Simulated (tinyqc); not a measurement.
Octagonal on-chip spiral inductor, lumped pi model: two steps of the calculation.

Outer diameter do = di + 2 n wd + 2 (n - 1) sp, mean da = (do + di)/2, fill p = (do - di)/(do + di), length l = 3.314 n da. L = 2.25 mu0 n^2 da/(1 + 3.55 p), mu0 = 4 pi 1e-7 H/m. Rs = rho l/(wd delta (1 - exp(-th/delta))), delta = sqrt(rho/(pi f mu0)). Cs = n wd^2 eps0 eo/hu across the coil. At each end Cox = l wd eps0 eo/(2 ho) leads to the substrate branch Rsi = 2 rs he/(l wd) in parallel with Csi = l wd eps0 11.7/(2 he). With one end grounded Y = 1/(Rs + i w L) + i w Cs + 1/[1/(i w Cox) + 1/(1/Rsi + i w Csi)], w = 2 pi f; Q = -Im Y/Re Y. Eddy currents in neighbouring turns and in the substrate are left out.

Parameters, values chosen for the exercise; values of the order met in silicon radio-frequency processes: number of turns n = 2.5; line width wd = 15 um; space between turns sp = 1.5 um; inner diameter di = 140 um; metal thickness th = 3 um; metal resistivity rho = 1.9 uohm cm; oxide below the coil ho = 8.1 um; oxide between coil and underpass hu = 1.1 um; relative permittivity of the oxide eo = 3.9; substrate resistivity rs = 10 ohm cm; effective spreading depth in the substrate he = 80 um; frequency f = 6.4 GHz.

Constants: eps0 = 8.8541878128e-12 F/m. Results are converted to the units shown.

Task 1. Geometry and model elements. do, l, L, delta, Rs, Cs, Cox, Rsi and Csi as defined.

Give: do; l; L; delta; Rs; Cs; Cox; Rsi; Csi.

Result 1.

do = 219.50 um
l = 1489.2 um
L = 1.7795 nH
delta = 0.86718 um
Rs = 2.2459 ohm
Cs = 17.658 fF
Cox = 47.616 fF
Rsi = 716.25 ohm
Csi = 14.463 fF

Task 2. Admittance, quality factor and apparent inductance. Series branch 1/(Rs + i w L), substrate branch, total Y, Q = -Im Y/Re Y, apparent inductance Im(1/Y)/w, metal-only value w L/Rs, share of the loss in the substrate Re(substrate branch)/Re Y.

L = 1.7794723 nH
Rs = 2.2459114 ohm
Cs = 17.658068 fF
Cox = 47.615790 fF
Rsi = 716.25441 ohm
Csi = 14.463296 fF

Find: series branch; substrate branch; Y; Q; apparent inductance; w L/Rs; share of the loss in the substrate.

Result 2.

series branch = 0.44-13.96i mS
substrate branch = 0.6257+0.7960i mS
Y = 1.06-12.46i mS
Q = 11.71
apparent inductance = 1.982 nH
w L/Rs = 31.86
share of the loss in the substrate = 58.81 %

Q is 36.7 % of the metal-only value.

Program tinyqc, `OMP_NUM_THREADS=1 python tinyqc.py 2302230 2302231 out.jsonl`; Intel Xeon 2.30GHz, shared host, one thread, about 0.01 s.
